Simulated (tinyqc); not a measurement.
Inside a calculation. Method: tight binding, honeycomb lattice. One step of it, computed by the program tinyqc.

Task: Levels at k. Diagonalise the Hermitian matrix.

H(k) at k (eV):
```
                     A                    B
A             2.300000  -0.012099-0.417525i
B  -0.012099+0.417525i            -2.300000
```

Give: eigenvalues; weights |c|^2 of the basis functions.

Result:

eigenvalues (eV): -2.3376  2.3376

weights |c|^2 of the basis functions:
```
   band 1  band 2
A  0.0080  0.9920
B  0.9920  0.0080
```
